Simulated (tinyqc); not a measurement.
# Series resistance and length offset from two lengths at two overdrives

Inverse problem. In strong inversion R W = Rsd + k(x)(L - dL), k(x) = (1 + th1 x)/(mu0 Cox x), x the overdrive, Cox = eps0 eox/tox, with Rsd and dL independent of x. Find dL, Rsd, mu0 and th1.

Parameters, values chosen for the exercise:
- eox = 3.9 (relative permittivity of the gate insulator (close to silicon dioxide))
- tox = 5.3 nm (insulator thickness)

Constants: eps0 = 8.8541878128e-14 F/cm where lengths are in cm. Results are converted to the units shown.

total resistance times width (ohm um):
```
,L = 0.11 um,L = 0.5 um
overdrive 0.4 V,2281.37570,10427.3614
overdrive 1.14 V,1165.95475,5088.50185
```

Solution. At each overdrive R W is a straight line in L; the two lines cross at L = dL, R W = Rsd. Their slopes give k x = (1 + th1 x)/(mu0 Cox), a straight line in x.

dL = 0.00700 um
Rsd = 130 ohm um
mu0 = 230 cm^2/(V s)
th1 = 0.630 1/V

Computed by the program tinyqc: `OMP_NUM_THREADS=1 python tinyqc.py 2210104 2210105 out.jsonl`, one thread of a shared Intel Xeon 2.30GHz, about 0.01 s for the whole run.
